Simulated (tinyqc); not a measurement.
# Six-transistor SRAM cell, nodal equations and margins, step by step

tinyqc, about 0.1 s, one thread, Intel Xeon 2.30GHz (shared host): `OMP_NUM_THREADS=1 python tinyqc.py 2340029 2340030 out.jsonl` Printed values are rounded.

Two cross-coupled inverters (pull-down bn, pull-up bp) hold the nodes Q and QB; access transistors (ba, threshold VTn, gate on the word line at Vdd when selected) join them to the bit lines. Transistor (EKV form, voltages against the body): I = 2 n b Vt^2 [F(vp - Vs) - F(vp - Vd)] from drain to source, F(v) = ln^2(1 + exp(v/(2 Vt))), vp = (Vg - VT + sg |Vd - Vs|)/n. n-channel bodies are at 0; for the p-channel device all voltages are counted down from Vdd. b in uA/V^2 gives I in uA. For an access transistor the bit line is the drain and the node the source. In a read both bit lines are at Vdd. The cell is symmetric (no mismatch).

Values chosen for this exercise: temperature T = 273 K; supply voltage Vdd = 0.6 V; slope factor n = 1.13; drain-induced barrier lowering sg = 0.052; n-channel threshold VTn = 0.39 V; p-channel threshold (magnitude) VTp = 0.38 V; gain factor of the pull-down transistor bn = 480 uA/V^2; gain factor of the access transistor ba = 480 uA/V^2; gain factor of the pull-up transistor bp = 140 uA/V^2.

Constants: q = 1.602176634e-19 C, kB = 1.380649e-23 J/K, Vt = kB T/q. Results are converted to the units shown.

## Iteration 1: node voltages in a read by Newton steps

(Q, QB) at the start (V): Q 0.000000, QB 0.600000

F1 = In(gate QB, drain Q) - Ip(gate QB, drain Q) - Ia(bit line, Q), F2 the same with Q and QB exchanged; J by central differences with +/- 1e-6 V; solve J d = -F, limit each component to +/- 0.15 V and add.

F1, F2 (uA): [-12.4144, 0.0000]

J (uS):

|  | Q | QB |
|---|---|---|
| F1 | 219.475 | 0.000 |
| F2 | 0.000 | 30.432 |

(Q, QB) after iteration 1 (V): Q 0.056564, QB 0.600000

## Iteration 2: node voltages in a read by Newton steps

As before.

F1, F2 (uA): [-1.80130, 0.00001]

J (uS):

|  | Q | QB |
|---|---|---|
| F1 | 155.639 | 28.298 |
| F2 | 0.000 | 22.191 |

(Q, QB) after iteration 2 (V): Q 0.068138, QB 0.600000

## Course of the iteration: node voltages in a read by Newton steps

Stop when the largest change of (Q, QB) is below 1e-9 V, or after 30 iterations. The rule counts as met only at the stable state with Q low.

Course of the iteration:

| iteration | Q (V) | largest \|change\| of one entry (V) |
|---|---|---|
| 1 | 0.0565639 | 0.0566 |
| 2 | 0.0681376 | 0.0116 |
| 3 | 0.0686701 | 5.33e-4 |
| 4 | 0.0686712 | 1.13e-6 |
| 5 | 0.0686712 | 5.09e-12 |

Converged in 5 iterations. At the end the number of correct digits about doubles with each step.

## Read current and disturbance

(Q, QB) (V): Q 0.0686712, QB 0.599999

Iread = Ia(bit line at Vdd, source Q); cell ratio bn/ba; time to pull a bit line of 20 fF down by 0.1 V at that current.

Iread = 5.61454 uA
cell ratio = 1
time = 356.218 ps

The read lifts the low node to 68.7 mV, against a balance point of 294 mV.

## The largest square in the read butterfly

| point | c (V) |
|---|---|
| 0 | 0.097 |
| 1 | 0.16 |
| 2 | 0.23 |
| 3 | 0.28 |
| 4 | 0.32 |
| 5 | 0.36 |
| 6 | 0.39 |

f(x) is the node voltage of one half-cell in a read for input x (In - Ip - Ia = 0). Static noise margin: side of the largest square between the curve (x, f(x)) and its mirror image (f(y), y); with h(c) the root x of f(x) - x = c, it is the maximum over c > 0 of h(c) - h(-c) + c.

| point | h(c) (V) | h(-c) (V) | side (V) |
|---|---|---|---|
| 0 | 0.282609 | 0.336755 | 0.042854 |
| 1 | 0.279303 | 0.371008 | 0.068296 |
| 2 | 0.275506 | 0.409624 | 0.095882 |
| 3 | 0.270990 | 0.437319 | 0.113672 |
| 4 | 0.261281 | 0.459650 | 0.121631 |
| 5 | 0.236681 | 0.482448 | 0.114233 |
| 6 | 0.209369 | 0.500214 | 0.099155 |

The maximum over c is 121.7 mV, the read margin; with the word line off (no Ia) the same construction gives 255.6 mV.
